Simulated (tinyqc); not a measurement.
Worked calculation: FCI on RHF in the 6-311g basis, for He, spin multiplicity 1. One step of it, computed by the program tinyqc.

Problem. Integrals over molecular orbitals. (pq|rs) = sum C_ip C_jq C_kr C_ls (ij|kl), one index at a time.

coefficients C:
```
             MO1        MO2        MO3
1He 1s  0.263558  -0.137951  -1.443869
1He 2s  0.487487  -1.153994   1.698764
1He 3s  0.397446   1.427937  -0.696296
```

core Hamiltonian H = T + V (hartree):
```
           1He 1s     1He 2s     1He 3s
1He 1s  -0.449189  -2.025351  -1.309466
1He 2s  -2.025351  -1.672714  -1.363028
1He 3s  -1.309466  -1.363028  -1.211479
```

Two-electron integrals (ij|kl) in chemists' order, unique and non-zero (hartree):
```
(11|11) 2.395117   (21|11) 1.347337   (21|21) 0.798707   (22|11) 1.358411
(22|21) 0.863847   (22|22) 1.054927   (31|11) 0.614121   (31|21) 0.368625
(31|22) 0.406802   (31|31) 0.170715   (32|11) 0.842709   (32|21) 0.547009
(32|22) 0.700418   (32|31) 0.259418   (32|32) 0.476676   (33|11) 0.767030
(33|21) 0.510236   (33|22) 0.697580   (33|31) 0.244176   (33|32) 0.494732
(33|33) 0.558022
```

Give: one-electron integrals over orbitals h = C^T H C; Two-electron integrals over orbitals.

Solution.

one-electron integrals over orbitals h = C^T H C (hartree):
```
         1        2        3
1  -1.9430   0.2773   0.1739
2   0.2773  -0.3432  -0.3334
3   0.1739  -0.3334   4.1761
```

Two-electron integrals over orbitals (pq|rs), unique and non-zero (hartree):
```
(11|11) 1.0262    (21|11) -0.2773   (21|21) 0.1465    (22|11) 0.6596
(22|21) -0.1136   (22|22) 0.5066    (31|11) -0.1739   (31|21) 0.1256
(31|22) -0.0788   (31|31) 0.2165    (32|11) 0.2295    (32|21) -0.1209
(32|22) 0.1027    (32|31) -0.1487   (32|32) 0.1276    (33|11) 1.1770
(33|21) -0.3810   (33|22) 0.7273    (33|31) -0.3867   (33|32) 0.3807
(33|33) 1.6000
```
